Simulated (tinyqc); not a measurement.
Active against total: solid solubility of a dopant against its melt (retrograde solidus), clustering and the electrically active fraction. Computed by tinyqc, a small Python program. Command: `OMP_NUM_THREADS=1 python tinyqc.py 3004381 3004382 out.jsonl retro walk`. One thread of a shared host (Intel(R) Xeon(R) Processor @ 2.30GHz), about 0.01 s of CPU time with the checks.

Inputs (values chosen for the exercise, of the order of those of tin in silicon for the solubility):
```
quantity                                       value            unit
atoms per cluster m                                2               -
cluster scale N* at 1273 K                   4.1e+20          1/cm^3
activation energy E_b of the cluster scale      0.31              eV
anneal temperature T_a                          1375               K
prefactor of n_i                            3.85e+16  1/(cm^3 K^1.5)
energy E_i in n_i                              0.601              eV
```

Clustering: clusters that take up free electrons.

Constants: k_B = 8.617333262e-05 eV/K.

Method. A highly soluble donor (another dopant than that of the solidus) is limited by clustering. Donors N_a are active, and clusters hold m atoms each: N_t = N_a + m C, m C = N* (N_a/N*)^m (n/N*)^m, each atom taking one electron, n = N_a/2 + sqrt(N_a^2/4 + n_i^2), n_i = prefactor x T^1.5 exp(-E_i/(k_B T)), with N*(T) = N*(1273 K) exp[-(E_b/k_B)(1/T - 1/1273)].

Active density (1/cm^3):
```
N_t (1/cm^3)  N_a at T_a  fraction  N_a at T_a + 150 K  N_a at T_a - 150 K
1.00e+19      9.9997e+18   0.99997          9.9997e+18          9.9997e+18
3.00e+19      2.9992e+19   0.99973          2.9994e+19          2.9983e+19
1.00e+20      9.9227e+19   0.99227          9.9609e+19          9.8114e+19
2.00e+20      1.8986e+20   0.94932          1.9471e+20          1.7913e+20
5.00e+20      3.6395e+20   0.72790          4.0406e+20          3.1090e+20
1.00e+21      5.0324e+20   0.50324          5.8370e+20          4.1275e+20
2.00e+21      6.4662e+20   0.32331          7.6613e+20          5.2006e+20
5.00e+21      8.5545e+20   0.17109          1.0265e+21          6.7980e+20
```

What does the comparison show, and why?

The exponent d ln N_a/d ln N_t falls from 1.00 to 0.31, towards 1/(2m) = 0.250. At the highest dose a 150 K hotter anneal gives 1.20 times the active density, and a later step 150 K cooler would cut it to 0.79 if it ran to equilibrium: short hot anneals come last.

Extremes, crossings and ranges named in words are read from the listed rows.
